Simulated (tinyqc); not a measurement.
Inside a calculation. Method: plane-wave Kohn-Sham cycle with exchange-only LDA in a layered model solid. Computed by tinyqc, a small Python program that keeps every step. Settings: points = 16, plane-wave index or count = 3, electrons = 2, k points = 2, area = 26.0, mixing = 0.3, iteration cap = 79, Pulay depth = 5. Command: `OMP_NUM_THREADS=1 python tinyqc.py 29257 29258 out.jsonl` (the two numbers bound the seeds that draw the settings). One thread of a shared host (Intel(R) Xeon(R) Processor @ 2.60GHz), about 0.01 s of CPU time with the checks. Later iterations appear only in the table of the cycle.

## Iteration 1: potential

A solid whose potential varies along x alone (atomic units):
```
parameter                      value
period a                   13.100000
cross-section of the cell  26.000000
electrons per cell                 2
grid points                       16
plane waves -n..n, n               3
k points                           2
V1 in V1 cos(2 pi x/a)     -0.530000
V2 in V2 cos(4 pi x/a)     -0.170000
```

density at the start, on the grid x_j = j a/N (e/bohr^3): 0.00587199  0.00587199  0.00587199  0.00587199  0.00587199  0.00587199  0.00587199  0.00587199  0.00587199  0.00587199  0.00587199  0.00587199  0.00587199  0.00587199  0.00587199  0.00587199

V_H(G) = 4 pi rho(G)/G^2 for G != 0 (uniform background); v_x = -(3 rho/pi)^(1/3); V = V_ext + V_H + v_x; Fourier components f(G_m) = (1/N) sum_j f(x_j) exp(-i G_m x_j).

Potentials on the grid (hartree):
```
x              V_ext       V_H        v_x          V
0.000000   -0.700000  0.000000  -0.177658  -0.877658
0.818750   -0.609864  0.000000  -0.177658  -0.787523
1.637500   -0.374767  0.000000  -0.177658  -0.552425
2.456250   -0.082614  0.000000  -0.177658  -0.260272
3.275000    0.170000  0.000000  -0.177658  -0.007658
4.093750    0.323030  0.000000  -0.177658   0.145372
4.912500    0.374767  0.000000  -0.177658   0.197108
5.731250    0.369448  0.000000  -0.177658   0.191790
6.550000    0.360000  0.000000  -0.177658   0.182342
7.368750    0.369448  0.000000  -0.177658   0.191790
8.187500    0.374767  0.000000  -0.177658   0.197108
9.006250    0.323030  0.000000  -0.177658   0.145372
9.825000    0.170000  0.000000  -0.177658  -0.007658
10.643750  -0.082614  0.000000  -0.177658  -0.260272
11.462500  -0.374767  0.000000  -0.177658  -0.552425
12.281250  -0.609864  0.000000  -0.177658  -0.787523
```

V(G_m), m = 0, 1, 2, ... (hartree): -0.177658  -0.265000  -0.085000  0.000000  0.000000  0.000000  0.000000

## Iteration 1: Hamiltonian at one k

k = 0.250000 2 pi / a

H(m,m') = (k + G_m)^2/2 delta + V(G_m - G_m'), with V(-G) = V(G).

H (hartree):
```
           -3         -2         -1         +0         +1         +2         +3
-3   0.692208  -0.265000  -0.085000   0.000000   0.000000   0.000000   0.000000
-2  -0.265000   0.174602  -0.265000  -0.085000   0.000000   0.000000   0.000000
-1  -0.085000  -0.265000  -0.112958  -0.265000  -0.085000   0.000000   0.000000
+0   0.000000  -0.085000  -0.265000  -0.170469  -0.265000  -0.085000   0.000000
+1   0.000000   0.000000  -0.085000  -0.265000   0.002066  -0.265000  -0.085000
+2   0.000000   0.000000   0.000000  -0.085000  -0.265000   0.404649  -0.265000
+3   0.000000   0.000000   0.000000   0.000000  -0.085000  -0.265000   1.037279
```

## Iteration 1: levels at that k

Diagonalise the Hermitian matrix.

eigenvalues (hartree): -0.632577  -0.187425  0.133807  0.291747  0.482076  0.805423  1.134326

## Iteration 1: new density

Motion across x is left out: the lowest 1 band(s) hold two electrons at each of the k points (j + 1/2)/nk - 1/2. Residual R = rho(out) - rho(in); rho(new) = rho(in) + 0.3 R. rho(out) = 2/(a A nk) sum |psi|^2 with psi = sum c exp(i G x). Harris energy E = band energy - dV sum rho (V_H/2 + v_x) + (3/4) dV sum rho v_x with rho(in), dV = a A/N, band energy = (2/nk) sum of the filled levels.

rho(out) (e/bohr^3): 0.02823946  0.02140023  0.00909347  0.00204449  0.00025611  0.00004166  0.00001741  0.00000158  0.00000250  0.00000158  0.00001741  0.00004166  0.00025611  0.00204449  0.00909347  0.02140023

density after iteration 1 (e/bohr^3): 0.01258223  0.01053046  0.00683843  0.00472374  0.00418723  0.00412289  0.00411562  0.00411087  0.00411114  0.00411087  0.00411562  0.00412289  0.00418723  0.00472374  0.00683843  0.01053046

energy per cell = -1.17632450 hartree

## Iteration 2: potential

As before.

Potentials on the grid (hartree):
```
x              V_ext        V_H        v_x          V
0.000000   -0.700000   0.204445  -0.229039  -0.724594
0.818750   -0.609864   0.177737  -0.215844  -0.647971
1.637500   -0.374767   0.112959  -0.186914  -0.448722
2.456250   -0.082614   0.038779  -0.165229  -0.209064
3.275000    0.170000  -0.026865  -0.158720  -0.015585
4.093750    0.323030  -0.078612  -0.157903   0.086515
4.912500    0.374767  -0.115656  -0.157810   0.101300
5.731250    0.369448  -0.137904  -0.157750   0.073794
6.550000    0.360000  -0.145321  -0.157753   0.056925
7.368750    0.369448  -0.137904  -0.157750   0.073794
8.187500    0.374767  -0.115656  -0.157810   0.101300
9.006250    0.323030  -0.078612  -0.157903   0.086515
9.825000    0.170000  -0.026865  -0.158720  -0.015585
10.643750  -0.082614   0.038779  -0.165229  -0.209064
11.462500  -0.374767   0.112959  -0.186914  -0.448722
12.281250  -0.609864   0.177737  -0.215844  -0.647971
```

V(G_m), m = 0, 1, 2, ... (hartree): -0.174196  -0.194953  -0.079700  -0.000620  -0.000250  0.000162  0.000137

## Iteration 2: Hamiltonian at one k

k = 0.250000 2 pi / a

As before.

H (hartree):
```
           -3         -2         -1         +0         +1         +2         +3
-3   0.695671  -0.194953  -0.079700  -0.000620  -0.000250   0.000162   0.000137
-2  -0.194953   0.178064  -0.194953  -0.079700  -0.000620  -0.000250   0.000162
-1  -0.079700  -0.194953  -0.109495  -0.194953  -0.079700  -0.000620  -0.000250
+0  -0.000620  -0.079700  -0.194953  -0.167007  -0.194953  -0.079700  -0.000620
+1  -0.000250  -0.000620  -0.079700  -0.194953   0.005529  -0.194953  -0.079700
+2   0.000162  -0.000250  -0.000620  -0.079700  -0.194953   0.408111  -0.194953
+3   0.000137   0.000162  -0.000250  -0.000620  -0.079700  -0.194953   1.040741
```

## Iteration 2: levels at that k

As before.

eigenvalues (hartree): -0.501798  -0.110858  0.108561  0.243042  0.453615  0.762005  1.097047

## Iteration 2: new density

B (overlaps of the stored error matrices):
```
               1              2
1  1.3355998e-03  8.9039461e-04
2  8.9039461e-04  5.9472951e-04
```

Motion across x is left out: the lowest 1 band(s) hold two electrons at each of the k points (j + 1/2)/nk - 1/2. Residual R = rho(out) - rho(in); rho(new) = rho(in) + 0.3 R; Pulay mixing then takes sum c_i of the stored mixed densities, with c from B_ij = sum R_i R_j as in DIIS. rho(out) = 2/(a A nk) sum |psi|^2 with psi = sum c exp(i G x). Harris energy E = band energy - dV sum rho (V_H/2 + v_x) + (3/4) dV sum rho v_x with rho(in), dV = a A/N, band energy = (2/nk) sum of the filled levels.

rho(out) (e/bohr^3): 0.02707766  0.02090907  0.00949962  0.00249202  0.00042117  0.00008333  0.00002806  0.00000354  0.00000055  0.00000354  0.00002806  0.00008333  0.00042117  0.00249202  0.00949962  0.02090907

DIIS coefficients: -1.977163  2.977163

density after iteration 2 (e/bohr^3): 0.02552881  0.01980011  0.00921527  0.00273048  0.00082358  0.00051496  0.00046482  0.00044241  0.00043977  0.00044241  0.00046482  0.00051496  0.00082358  0.00273048  0.00921527  0.01980011

energy per cell = -0.96059570 hartree

## Convergence

Stop when sqrt(dV sum R^2) is below 1e-8, dV = a A/N.

Course of the cycle:
```
iteration  E (hartree)  norm of the residual
1          -1.17632450              1.69e-01
2          -0.96059570              1.13e-01
3          -0.78152810              2.18e-02
4          -0.78335226              3.31e-02
5          -0.78148303              2.98e-03
6          -0.78151223              1.65e-03
7          -0.78154594              6.92e-04
8          -0.78154450              1.65e-04
9          -0.78154449              1.73e-04
10         -0.78154441              3.80e-05
11         -0.78154442              1.69e-05
12         -0.78154442              8.94e-08
13         -0.78154442              5.76e-08
14         -0.78154442              3.31e-08
15         -0.78154442              1.51e-09
```

Converged in 15 iterations. Before convergence this energy mixes input and output and is not variational, so it may rise towards its limit.
